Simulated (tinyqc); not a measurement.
Inside a calculation. Method: RKS/BLYP in the sto-3g basis, for BeH2, spin multiplicity 1. One step of it, computed by the program tinyqc.

Task: Iteration 2: diagonalisation and new density. Diagonalise F' = X^T F X, C = X C', fill 3 alpha and 3 beta electrons from the bottom; D = 2 C_occ C_occ^T. Each column has its largest component positive (the first on a tie).

extrapolated F (hartree), lower triangle:
```
,1Be 1s,1Be 2s,1Be 2px,1Be 2py,1Be 2pz,2H 1s,3H 1s
1Be 1s,-3.744316
1Be 2s,-1.100326,-0.495096
1Be 2px,0.000000,0.000000,0.014690
1Be 2py,-0.000196,-0.002337,0.000000,-0.111091
1Be 2pz,0.000915,-0.001480,0.000000,-0.000161,0.014019
2H 1s,-0.299271,-0.269021,0.000000,-0.194878,-0.012866,-0.184864
3H 1s,-0.283311,-0.260658,0.000000,0.191538,-0.012681,-0.039476,-0.176745
```

X, lower triangle:
```
,1Be 1s,1Be 2s,1Be 2px,1Be 2py,1Be 2pz,2H 1s,3H 1s
1Be 1s,1.028424
1Be 2s,-0.153209,1.251955
1Be 2px,0.000000,0.000000,1.000000
1Be 2py,0.000079,0.008477,0.000000,1.371000
1Be 2pz,-0.001328,0.017034,0.000000,0.000505,1.001288
2H 1s,0.018041,-0.316358,0.000000,-0.446088,-0.023835,1.306506
3H 1s,0.018795,-0.301285,0.000000,0.433637,-0.023017,-0.100778,1.290032
```

Give: F' = X^T F X; orbital energies; coefficients C; D after iteration 2.

Result:

F' = X^T F X (hartree), lower triangle:
```
,1,2,3,4,5,6,7
1,-3.644
2,-0.606,-0.129
3,0.000,0.000,0.015
4,0.001,0.003,0.000,0.203
5,0.000,0.012,0.000,0.000,0.015
6,-0.058,-0.189,0.000,-0.295,-0.016,0.070
7,-0.051,-0.181,0.000,0.288,-0.015,-0.088,0.066
```

orbital energies (hartree): MO1 -3.749, MO2 -0.268, MO3 -0.233, MO4 0.013, MO5 0.015, MO6 0.226, MO7 0.592

coefficients C:
```
,MO1,MO2,MO3,MO4,MO5,MO6,MO7
1Be 1s,0.989,-0.234,0.014,0.030,0.000,-0.220,-0.003
1Be 2s,0.044,0.592,-0.040,-0.134,0.000,1.187,0.038
1Be 2px,0.000,0.000,0.000,0.000,1.000,0.000,0.000
1Be 2py,0.000,0.029,0.489,0.000,0.000,-0.017,1.424
1Be 2pz,0.000,0.013,-0.001,0.991,0.000,0.150,0.003
2H 1s,-0.006,0.398,0.393,0.062,0.000,-0.807,-1.024
3H 1s,-0.006,0.346,-0.439,0.062,0.000,-0.830,0.974
```

D after iteration 2, lower triangle:
```
,1Be 1s,1Be 2s,1Be 2px,1Be 2py,1Be 2pz,2H 1s,3H 1s
1Be 1s,2.065
1Be 2s,-0.191,0.708
1Be 2px,0.000,0.000,0.000
1Be 2py,0.000,-0.004,0.000,0.480
1Be 2pz,-0.006,0.015,0.000,0.000,0.000
2H 1s,-0.188,0.439,0.000,0.408,0.010,0.625
3H 1s,-0.187,0.444,0.000,-0.409,0.010,-0.070,0.626
```
